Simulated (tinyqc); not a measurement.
Inside a calculation (part 1 of 2). Method: CCSD on RHF in the sto-3g basis, frozen core, for BeH2, spin multiplicity 1. Computed by tinyqc, a small Python program that keeps every step (integrals from PySCF). Settings: charge = 0, multiplicity = 1, basis = sto-3g, method = RHF, frozen orbitals = 1, energy threshold = 1e-10, iteration cap = 74, orthogonalisation = symmetric, start = Wolfsberg-Helmholz matrix, DIIS depth = 6, amplitude equations = CCSD, DIIS depth for amplitudes = 0, cap on updates = 65. Command: `OMP_NUM_THREADS=1 python tinyqc.py 21790 21791 out.jsonl` (the two numbers bound the seeds that draw the settings). One thread of a shared host (Intel(R) Xeon(R) Processor @ 2.60GHz), about 0.3 s of CPU time with the checks. The early iterations of the SCF are left out here.

## One-electron integrals

Geometry (angstrom):

| atom | x | y | z |
|---|---|---|---|
| Be | 0.000000 | 0.000000 | 0.000000 |
| H | 0.000000 | 1.638000 | 0.082000 |
| H | 0.000000 | -1.638000 | 0.082000 |

Basis sto-3g: exponents (1/bohr^2) and contraction coefficients of normalised primitives:

| element | l (shell) | exponent | coefficient |
|---|---|---|---|
| Be | s (1) | 30.167871 | 0.154329 |
| Be | s (1) | 5.495115 | 0.535328 |
| Be | s (1) | 1.487193 | 0.444635 |
| Be | s (2) | 1.314833 | -0.099967 |
| Be | s (2) | 0.305539 | 0.399513 |
| Be | s (2) | 0.099371 | 0.700115 |
| Be | p (3) | 1.314833 | 0.155916 |
| Be | p (3) | 0.305539 | 0.607684 |
| Be | p (3) | 0.099371 | 0.391957 |
| H | s (1) | 3.425251 | 0.154329 |
| H | s (1) | 0.623914 | 0.535328 |
| H | s (1) | 0.168855 | 0.444635 |

Overlap, kinetic and nuclear-attraction integrals over the contracted functions; the nuclear repulsion is the sum of Za Zb / Rab.

nuclear repulsion = 2.74280314 hartree

overlap S:
```
           1Be 1s    1Be 2s   1Be 2px    1Be 2py   1Be 2pz     2H 1s      3H 1s
1Be 1s   1.000000  0.259517  0.000000   0.000000  0.000000  0.035968   0.035968
1Be 2s   0.259517  1.000000  0.000000   0.000000  0.000000  0.345397   0.345397
1Be 2px  0.000000  0.000000  1.000000   0.000000  0.000000  0.000000   0.000000
1Be 2py  0.000000  0.000000  0.000000   1.000000  0.000000  0.429850  -0.429850
1Be 2pz  0.000000  0.000000  0.000000   0.000000  1.000000  0.021519   0.021519
2H 1s    0.035968  0.345397  0.000000   0.429850  0.021519  1.000000   0.010023
3H 1s    0.035968  0.345397  0.000000  -0.429850  0.021519  0.010023   1.000000
```

kinetic energy T (hartree):
```
            1Be 1s     1Be 2s   1Be 2px    1Be 2py   1Be 2pz      2H 1s      3H 1s
1Be 1s    6.693975  -0.033012  0.000000   0.000000  0.000000  -0.010200  -0.010200
1Be 2s   -0.033012   0.211111  0.000000   0.000000  0.000000   0.031182   0.031182
1Be 2px   0.000000   0.000000  0.660592   0.000000  0.000000   0.000000   0.000000
1Be 2py   0.000000   0.000000  0.000000   0.660592  0.000000   0.106742  -0.106742
1Be 2pz   0.000000   0.000000  0.000000   0.000000  0.660592   0.005344   0.005344
2H 1s    -0.010200   0.031182  0.000000   0.106742  0.005344   0.760032  -0.004478
3H 1s    -0.010200   0.031182  0.000000  -0.106742  0.005344  -0.004478   0.760032
```

nuclear attraction V (hartree):
```
             1Be 1s     1Be 2s    1Be 2px    1Be 2py    1Be 2pz      2H 1s      3H 1s
1Be 1s   -15.206410  -2.066717   0.000000   0.000000  -0.001202  -0.284957  -0.284957
1Be 2s    -2.066717  -2.940960   0.000000   0.000000  -0.011467  -0.915225  -0.915225
1Be 2px    0.000000   0.000000  -2.866240   0.000000   0.000000   0.000000   0.000000
1Be 2py    0.000000   0.000000   0.000000  -3.034063   0.000000  -1.108217   1.108217
1Be 2pz   -0.001202  -0.011467   0.000000   0.000000  -2.866660  -0.056315  -0.056315
2H 1s     -0.284957  -0.915225   0.000000  -1.108217  -0.056315  -2.675966  -0.032265
3H 1s     -0.284957  -0.915225   0.000000   1.108217  -0.056315  -0.032265  -2.675966
```

core Hamiltonian H = T + V (hartree):
```
            1Be 1s     1Be 2s    1Be 2px    1Be 2py    1Be 2pz      2H 1s      3H 1s
1Be 1s   -8.512435  -2.099729   0.000000   0.000000  -0.001202  -0.295157  -0.295157
1Be 2s   -2.099729  -2.729849   0.000000   0.000000  -0.011467  -0.884043  -0.884043
1Be 2px   0.000000   0.000000  -2.205648   0.000000   0.000000   0.000000   0.000000
1Be 2py   0.000000   0.000000   0.000000  -2.373471   0.000000  -1.001475   1.001475
1Be 2pz  -0.001202  -0.011467   0.000000   0.000000  -2.206068  -0.050971  -0.050971
2H 1s    -0.295157  -0.884043   0.000000  -1.001475  -0.050971  -1.915934  -0.036743
3H 1s    -0.295157  -0.884043   0.000000   1.001475  -0.050971  -0.036743  -1.915934
```

## Two-electron integrals

Functions are numbered as in S; the eight-fold symmetry (ij|kl) = (ji|kl) = (kl|ij) leaves the list below.

Two-electron integrals (ij|kl) in chemists' order, unique and non-zero (hartree):
```
(11|11) 2.298831    (21|11) 0.392036    (21|21) 0.079539    (22|11) 0.570988
(22|21) 0.143041    (22|22) 0.417683    (31|31) 0.014607    (32|31) 0.021888
(32|32) 0.092265    (33|11) 0.569578    (33|21) 0.143083    (33|22) 0.417589
(33|33) 0.449859    (41|41) 0.014607    (42|41) 0.021888    (42|42) 0.092265
(43|43) 0.024249    (44|11) 0.569578    (44|21) 0.143083    (44|22) 0.417589
(44|33) 0.401360    (44|44) 0.449859    (51|51) 0.014607    (52|51) 0.021888
(52|52) 0.092265    (53|53) 0.024249    (54|54) 0.024249    (55|11) 0.569578
(55|21) 0.143083    (55|22) 0.417589    (55|33) 0.401360    (55|44) 0.401360
(55|55) 0.449859    (61|11) 0.053626    (61|21) 0.010873    (61|22) 0.019729
(61|33) 0.019598    (61|41) 0.000956    (61|42) 0.001811    (61|44) 0.020001
(61|51) 0.000048    (61|52) 0.000091    (61|54) 0.000020    (61|55) 0.019599
(61|61) 0.001558    (62|11) 0.151106    (62|21) 0.038521    (62|22) 0.125425
(62|33) 0.120427    (62|41) 0.004984    (62|42) 0.032568    (62|44) 0.135265
(62|51) 0.000249    (62|52) 0.001630    (62|54) 0.000743    (62|55) 0.120464
(62|61) 0.005826    (62|62) 0.060012    (63|31) 0.003244    (63|32) 0.015864
(63|43) 0.005399    (63|53) 0.000270    (63|63) 0.004959    (64|11) 0.170193
(64|21) 0.043860    (64|22) 0.149408    (64|33) 0.140627    (64|41) 0.007970
(64|42) 0.050218    (64|44) 0.166777    (64|51) 0.000237    (64|52) 0.001720
(64|54) 0.001039    (64|55) 0.140666    (64|61) 0.006876    (64|62) 0.080649
(64|64) 0.111014    (65|11) 0.008520    (65|21) 0.002196    (65|22) 0.007480
(65|33) 0.007040    (65|41) 0.000237    (65|42) 0.001720    (65|44) 0.007808
(65|51) 0.003256    (65|52) 0.015950    (65|54) 0.005438    (65|55) 0.007582
(65|61) 0.000344    (65|62) 0.004037    (65|64) 0.005309    (65|65) 0.005225
(66|11) 0.321803    (66|21) 0.083391    (66|22) 0.305536    (66|33) 0.284103
(66|41) 0.011638    (66|42) 0.101242    (66|44) 0.347928    (66|51) 0.000583
(66|52) 0.005068    (66|54) 0.003195    (66|55) 0.284262    (66|61) 0.012814
(66|62) 0.192055    (66|64) 0.272101    (66|65) 0.013622    (66|66) 0.774606
(71|11) 0.053626    (71|21) 0.010873    (71|22) 0.019729    (71|33) 0.019598
(71|41) -0.000956   (71|42) -0.001811   (71|44) 0.020001    (71|51) 0.000048
(71|52) 0.000091    (71|54) -0.000020   (71|55) 0.019599    (71|61) 0.001424
(71|62) 0.004922    (71|64) 0.005442    (71|65) 0.000295    (71|66) 0.010603
(71|71) 0.001558    (72|11) 0.151106    (72|21) 0.038521    (72|22) 0.125425
(72|33) 0.120427    (72|41) -0.004984   (72|42) -0.032568   (72|44) 0.135265
(72|51) 0.000249    (72|52) 0.001630    (72|54) -0.000743   (72|55) 0.120464
(72|61) 0.004922    (72|62) 0.028831    (72|64) 0.031989    (72|65) 0.001925
(72|66) 0.067398    (72|71) 0.005826    (72|72) 0.060012    (73|31) 0.003244
(73|32) 0.015864    (73|43) -0.005399   (73|53) 0.000270    (73|63) 0.001773
(73|73) 0.004959    (74|11) -0.170193   (74|21) -0.043860   (74|22) -0.149408
(74|33) -0.140627   (74|41) 0.007970    (74|42) 0.050218    (74|44) -0.166777
(74|51) -0.000237   (74|52) -0.001720   (74|54) 0.001039    (74|55) -0.140666
(74|61) -0.005442   (74|62) -0.031989   (74|64) -0.034828   (74|65) -0.002107
(74|66) -0.074927   (74|71) -0.006876   (74|72) -0.080649   (74|74) 0.111014
(75|11) 0.008520    (75|21) 0.002196    (75|22) 0.007480    (75|33) 0.007040
(75|41) -0.000237   (75|42) -0.001720   (75|44) 0.007808    (75|51) 0.003256
(75|52) 0.015950    (75|54) -0.005438   (75|55) 0.007582    (75|61) 0.000295
(75|62) 0.001925    (75|64) 0.002107    (75|65) 0.001899    (75|66) 0.004572
(75|71) 0.000344    (75|72) 0.004037    (75|74) -0.005309   (75|75) 0.005225
(76|11) 0.006169    (76|21) 0.001527    (76|22) 0.004341    (76|33) 0.004288
(76|44) 0.004443    (76|51) 0.000022    (76|52) 0.000108    (76|55) 0.004292
(76|61) 0.000211    (76|62) 0.001335    (76|64) 0.001609    (76|65) 0.000099
(76|66) 0.003322    (76|71) 0.000211    (76|72) 0.001335    (76|74) -0.001609
(76|75) 0.000099    (76|76) 0.000046    (77|11) 0.321803    (77|21) 0.083391
(77|22) 0.305536    (77|33) 0.284103    (77|41) -0.011638   (77|42) -0.101242
(77|44) 0.347928    (77|51) 0.000583    (77|52) 0.005068    (77|54) -0.003195
(77|55) 0.284262    (77|61) 0.010603    (77|62) 0.067398    (77|64) 0.074927
(77|65) 0.004572    (77|66) 0.161529    (77|71) 0.012814    (77|72) 0.192055
(77|74) -0.272101   (77|75) 0.013622    (77|76) 0.003322    (77|77) 0.774606
```

## Orthogonalisation

S = U s U^T; symmetric (Loewdin) form X = U s^(-1/2) U^T, so that X^T S X = 1.

eigenvalues of S: 0.387069  0.470031  0.955621  1.000000  1.004574  1.579797  1.602908

X:
```
            1Be 1s     1Be 2s   1Be 2px    1Be 2py    1Be 2pz      2H 1s      3H 1s
1Be 1s    1.028465  -0.149264  0.000000   0.000000  -0.000827   0.020701   0.020701
1Be 2s   -0.149264   1.141358  0.000000   0.000000   0.006947  -0.208486  -0.208486
1Be 2px   0.000000   0.000000  1.000000   0.000000   0.000000   0.000000   0.000000
1Be 2py   0.000000   0.000000  0.000000   1.195223   0.000000  -0.289013   0.289013
1Be 2pz  -0.000827   0.006947  0.000000   0.000000   1.000421  -0.012678  -0.012678
2H 1s     0.020701  -0.208486  0.000000  -0.289013  -0.012678   1.153303  -0.048659
3H 1s     0.020701  -0.208486  0.000000   0.289013  -0.012678  -0.048659   1.153303
```

## Starting guess

The start is the generalised Wolfsberg-Helmholz matrix (K = 1.75) built on H; D = 2 C_occ C_occ^T.

D at the start:
```
            1Be 1s     1Be 2s   1Be 2px    1Be 2py    1Be 2pz      2H 1s      3H 1s
1Be 1s    2.041842  -0.176783  0.000000   0.000000  -0.016809  -0.198937  -0.198937
1Be 2s   -0.176783   0.835336  0.000000   0.000000   0.048268   0.482205   0.482205
1Be 2px   0.000000   0.000000  0.000000   0.000000   0.000000   0.000000   0.000000
1Be 2py   0.000000   0.000000  0.000000   0.872684   0.000000   0.421364  -0.421364
1Be 2pz  -0.016809   0.048268  0.000000   0.000000   0.002811   0.028182   0.028182
2H 1s    -0.198937   0.482205  0.000000   0.421364   0.028182   0.486491   0.079590
3H 1s    -0.198937   0.482205  0.000000  -0.421364   0.028182   0.079590   0.486491
```

## Iteration 7 (converged): orbitals

converged F (hartree):
```
            1Be 1s     1Be 2s   1Be 2px    1Be 2py    1Be 2pz      2H 1s      3H 1s
1Be 1s   -4.534821  -1.290582  0.000000   0.000000   0.001141  -0.185119  -0.185119
1Be 2s   -1.290582  -0.584788  0.000000   0.000000  -0.007490  -0.316819  -0.316819
1Be 2px   0.000000   0.000000  0.213338   0.000000   0.000000   0.000000   0.000000
1Be 2py   0.000000   0.000000  0.000000  -0.120658   0.000000  -0.290738   0.290738
1Be 2pz   0.001141  -0.007490  0.000000   0.000000   0.212842  -0.011170  -0.011170
2H 1s    -0.185119  -0.316819  0.000000  -0.290738  -0.011170  -0.213553  -0.008302
3H 1s    -0.185119  -0.316819  0.000000   0.290738  -0.011170  -0.008302  -0.213553
```

Diagonalise F' = X^T F X, C = X C', fill 3 alpha and 3 beta electrons from the bottom; D = 2 C_occ C_occ^T. Each column has its largest component positive (the first on a tie).

F' = X^T F X (hartree):
```
           1          2         3          4          5          6          7
1  -4.425490  -0.700148  0.000000   0.000000   0.000398   0.005387   0.005387
2  -0.700148  -0.163918  0.000000   0.000000   0.002926  -0.261301  -0.261301
3   0.000000   0.000000  0.213338   0.000000   0.000000   0.000000   0.000000
4   0.000000   0.000000  0.000000   0.195070   0.000000  -0.353268   0.353268
5   0.000398   0.002926  0.000000   0.000000   0.213497  -0.013676  -0.013676
6   0.005387  -0.261301  0.000000  -0.353268  -0.013676   0.029842  -0.057464
7   0.005387  -0.261301  0.000000   0.353268  -0.013676  -0.057464   0.029842
```

orbital energies (hartree): MO1 -4.538150, MO2 -0.405931, MO3 -0.361306, MO4 0.211523, MO5 0.213338, MO6 0.329026, MO7 0.643682

coefficients C:
```
               MO1        MO2        MO3        MO4       MO5        MO6        MO7
1Be 1s    0.991921  -0.210879   0.000000   0.034409  0.000000  -0.226529   0.000000
1Be 2s    0.030742   0.621670   0.000000  -0.142504  0.000000   1.002115   0.000000
1Be 2px   0.000000   0.000000   0.000000   0.000000  1.000000   0.000000   0.000000
1Be 2py   0.000000   0.000000   0.494439   0.000000  0.000000   0.000000   1.162388
1Be 2pz  -0.000050   0.011003   0.000000   0.988621  0.000000   0.154007   0.000000
2H 1s    -0.003835   0.392583   0.439286   0.076660  0.000000  -0.702966  -0.782887
3H 1s    -0.003835   0.392583  -0.439286   0.076660  0.000000  -0.702966   0.782887
```

D after iteration 7:
```
            1Be 1s     1Be 2s   1Be 2px    1Be 2py    1Be 2pz      2H 1s      3H 1s
1Be 1s    2.056756  -0.201207  0.000000   0.000000  -0.004740  -0.173184  -0.173184
1Be 2s   -0.201207   0.774837  0.000000   0.000000   0.013678   0.487878   0.487878
1Be 2px   0.000000   0.000000  0.000000   0.000000   0.000000   0.000000   0.000000
1Be 2py   0.000000   0.000000  0.000000   0.488940   0.000000   0.434400  -0.434400
1Be 2pz  -0.004740   0.013678  0.000000   0.000000   0.000242   0.008640   0.008640
2H 1s    -0.173184   0.487878  0.000000   0.434400   0.008640   0.694217  -0.077672
3H 1s    -0.173184   0.487878  0.000000  -0.434400   0.008640  -0.077672   0.694217
```

## Convergence

Stop when the energy changes by less than 1e-10 hartree and every element of the error matrix X^T (F D S - S D F) X is below 3e-06.

Course of the cycle:

| iteration | E (hartree) | change | largest element of the error matrix |
|---|---|---|---|
| 1 | -15.44687208 | - | 1.82e-01 |
| 2 | -15.48990525 | -4.30e-02 | 1.83e-02 |
| 3 | -15.49086871 | -9.63e-04 | 3.90e-03 |
| 4 | -15.49092076 | -5.20e-05 | 3.74e-04 |
| 5 | -15.49092144 | -6.75e-07 | 4.39e-05 |
| 6 | -15.49092144 | -5.88e-09 | 8.78e-08 |
| 7 | -15.49092144 | -1.42e-14 | 7.98e-09 |

PySCF RHF in the same basis = -15.49092144 hartree

Converged in 7 iterations.

## Populations, bond orders and dipole

Mulliken: Z minus the diagonal of D S on the atom; Loewdin: the same with S^(1/2) D S^(1/2); Mayer order: 2 sum_s sum (D(s) S)_ij (D(s) S)_ji over the two atoms.

Charges (e):

| atom | Mulliken | Loewdin |
|---|---|---|
| 1Be | 0.085267 | 0.073979 |
| 2H | -0.042634 | -0.036989 |
| 3H | -0.042634 | -0.036989 |

Mayer bond orders:

| pair | order |
|---|---|
| 2-1 | 0.989163 |
| 3-1 | 0.989163 |
| 3-2 | 0.009020 |

dipole moment about the origin, x y z (debye): 0.000000  0.000000  -0.225244

## Integrals over molecular orbitals

(pq|rs) = sum C_ip C_jq C_kr C_ls (ij|kl), one index at a time.

one-electron integrals over orbitals h = C^T H C (hartree):
```
           1          2          3          4          5          6          7
1  -8.501240   0.205639   0.000000  -0.033820   0.000000   0.201504   0.000000
2   0.205639  -2.251509   0.000000   0.023850   0.000000  -0.258320   0.000000
3   0.000000   0.000000  -2.175588   0.000000   0.000000   0.000000  -0.318980
4  -0.033820   0.023850   0.000000  -2.200811   0.000000  -0.039044   0.000000
5   0.000000   0.000000   0.000000   0.000000  -2.205648   0.000000   0.000000
6   0.201504  -0.258320   0.000000  -0.039044   0.000000  -1.885436   0.000000
7   0.000000   0.000000  -0.318980   0.000000   0.000000   0.000000  -1.865019
```

Two-electron integrals over orbitals (pq|rs), unique and non-zero (hartree); the lowest 1 orbital is frozen and left out:
```
(22|22) 0.367345    (32|32) 0.156455    (33|22) 0.378210    (33|33) 0.401610
(42|22) 0.004522    (42|33) 0.006800    (42|42) 0.047481    (43|32) 0.010965
(43|43) 0.013030    (44|22) 0.348765    (44|33) 0.328488    (44|42) -0.021318
(44|44) 0.450587    (52|52) 0.047064    (53|53) 0.011849    (54|52) -0.006555
(54|54) 0.024879    (55|22) 0.349340    (55|33) 0.328291    (55|42) -0.008666
(55|44) 0.400498    (55|55) 0.449859    (62|22) -0.011569   (62|33) -0.039583
(62|42) -0.004181   (62|44) 0.067873    (62|55) 0.071044    (62|62) 0.084586
(63|32) -0.091326   (63|43) -0.009490   (63|63) 0.088026    (64|22) 0.000653
(64|33) -0.004264   (64|42) 0.042396    (64|44) -0.000494   (64|55) 0.006889
(64|62) 0.017587    (64|64) 0.046416    (65|52) 0.045825    (65|54) -0.003885
(65|65) 0.047944    (66|22) 0.370456    (66|33) 0.380850    (66|42) 0.017187
(66|44) 0.345234    (66|55) 0.348259    (66|62) -0.022970   (66|64) 0.010153
(66|66) 0.390654    (72|32) -0.037868   (72|43) -0.008515   (72|63) 0.062832
(72|72) 0.057581    (73|22) 0.002151    (73|33) -0.018197   (73|42) -0.011639
(73|44) 0.072038    (73|55) 0.072954    (73|62) 0.079849    (73|64) 0.009616
(73|66) -0.019080   (73|73) 0.088737    (74|32) -0.018806   (74|43) 0.011648
(74|63) 0.012413    (74|72) 0.003964    (74|74) 0.019318    (75|53) 0.013079
(75|75) 0.017016    (76|32) 0.137148    (76|43) 0.011999    (76|63) -0.089408
(76|72) -0.044884   (76|74) -0.016087   (76|76) 0.132896    (77|22) 0.392327
(77|33) 0.407291    (77|42) 0.001242    (77|44) 0.373867    (77|55) 0.373406
(77|62) -0.014536   (77|64) -0.003348   (77|66) 0.401896    (77|73) 0.006672
(77|77) 0.444083
```

## CCSD: starting amplitudes

t_ij^ab = <ij||ab> / (e_i + e_j - e_a - e_b), whose energy is MP2.

Starting amplitudes (spin orbitals 1a, 1b, ...; amplitudes related by a flip of all spins are not repeated):

| from | to | t |
|---|---|---|
| 3a 3b | 6a 6b | -0.063756 |
| 2a 2b | 6a 6b | -0.057545 |
| 2a 3b | 6a 7b | -0.045891 |
| 3a 3b | 7a 7b | -0.044148 |
| 2a 2b | 4a 4b | -0.038449 |
| 2a 2b | 5a 5b | -0.037999 |
| 2a 3b | 6b 7a | 0.036111 |
| 2a 2b | 7a 7b | -0.027429 |
| 3a 3b | 4a 4b | -0.011373 |
| 3a 3b | 5a 5b | -0.010310 |
| 2a 3a | 6a 7a | -0.009780 |
| 3a 3b | 4a 6b | 0.007513 |
| 2a 3b | 4a 7b | 0.007174 |
| 2a 3b | 4b 7a | -0.005248 |
| 2a 2b | 4a 6b | 0.003092 |
| 2a 3a | 4a 7a | 0.001925 |

correlation energy = -0.03249729 hartree

## CCSD: amplitude update 1

t_i^a D_i^a and t_ij^ab D_ij^ab are set to the remaining terms of the spin-orbital equations, evaluated with the old amplitudes; for the doubles these are <ij||ab> + 1/2 <ab||ef> t_ij^ef + 1/2 <mn||ij> t_mn^ab + P(ij)P(ab) <mb||ej> t_im^ae + terms in t^2 + terms with t1, D the orbital-energy denominators.

Amplitudes after update 1 (spin orbitals 1a, 1b, ...; amplitudes related by a flip of all spins are not repeated):

| from | to | t |
|---|---|---|
| 3a 3b | 6a 6b | -0.090905 |
| 2a 2b | 6a 6b | -0.076062 |
| 2a 3b | 6a 7b | -0.064739 |
| 3a 3b | 7a 7b | -0.057399 |
| 2a 3b | 6b 7a | 0.053790 |
| 2a 2b | 4a 4b | -0.048205 |
| 2a 2b | 5a 5b | -0.047584 |
| 2a 2b | 7a 7b | -0.037454 |
| 3a 3b | 4a 6b | 0.012181 |
| 2a 3a | 6a 7a | -0.010949 |
| 2a 3b | 4a 7b | 0.010025 |
| 2a 3b | 4b 7a | -0.007817 |
| 3a 3b | 4a 4b | -0.007278 |
| 2a | 6a | 0.006299 |
| 3a 3b | 5a 5b | -0.005521 |
| 2a 2b | 4a 6b | 0.004416 |
| 2a 3a | 4a 7a | 0.002208 |
| 2a | 4a | -0.002021 |
| 3a | 7a | -0.000785 |

correlation energy = -0.04449068 hartree
